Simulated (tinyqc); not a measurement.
Convergence with the basis: effective-mass impurity with a central-cell term, in a basis of Slater functions. Computed by tinyqc, a small Python program. Command: `OMP_NUM_THREADS=1 python tinyqc.py 3003162 3003163 out.jsonl centralcell walk`. One thread of a shared host (Intel(R) Xeon(R) Processor @ 2.30GHz), about 0.01 s of CPU time with the checks.

The envelope obeys H = -nabla^2 - (2/r) [Z + A exp(-kappa r)] in effective units, with kappa = a*/lambda; positive A deepens the well near the core.

Inputs (values chosen for the exercise, with screening close to that of germanium):

| quantity | value | unit |
|---|---|---|
| effective mass m | 0.226 | m_0 |
| dielectric constant eps | 16.1 | - |
| charge Z of the core | 1 | - |
| central-cell strength A | 11 | - |
| central-cell range lambda | 0.71 | angstrom |
| smallest exponent zeta_1 | 0.52 | 1/a* |
| ratio beta of exponents | 2.3 | - |

Impurity: acceptor, one isotropic band.

Constants: Ry = 13.605693123 eV; a_0 = 0.529177210903 angstrom.

Method:
- Units: Ry* = Ry m/eps^2 and a* = a_0 eps/m, with m in m_0.
- kappa = a*/lambda; the hydrogenic ground state is bound by Z^2 Ry*.
- For s functions exp(-zeta r), with s = zeta_i + zeta_j: S = 2/s^3, T = zeta_i zeta_j S, V = -2 Z/s^2, W = -2 A/(s + kappa)^2; each function is normalised by dividing by sqrt(S_ii S_jj).
- Large basis: zeta_i = 0.06 x 1.6^(i-1), i = 1..22, same formulas; for p functions r exp(-zeta r): S = 24/s^5, T = zeta_i zeta_j S (centrifugal term included), V = -12 Z/s^4, W = -12 A/(s + kappa)^4; overlap eigenvalues below 1e-11 are dropped.
- Binding energies are -E Ry*; the effective quantum number is nu = Z/sqrt(-E); |psi(0)|^2 is given relative to the hydrogenic Z^3/(pi a*^3).
- zeta_i = zeta_1 beta^(i-1), i = 1..n.
- The error is the lowest level above the large-basis value.

kappa = 53.0958 1/a*

Ry* = 11.8625 meV

1s binding energy = 12.3328 meV

Error of the 1s level:

| n | error (meV) | largest exponent (1/a*) |
|---|---|---|
| 1 | 3.1533 | 5.2000e-01 |
| 2 | 0.1426 | 1.1960e+00 |
| 3 | 0.1384 | 2.7508e+00 |
| 4 | 0.0583 | 6.3268e+00 |
| 5 | 0.0402 | 1.4552e+01 |
| 6 | 0.0204 | 3.3469e+01 |
| 7 | 0.0204 | 7.6979e+01 |
| 8 | 0.0203 | 1.7705e+02 |

What follows from these numbers?

The error falls from 3.15 to 0.0203 meV. At n = 8 it falls by less than 5 %, where the largest exponent has not yet passed kappa by much.

Extremes, crossings and ranges named in words are read from the listed rows.
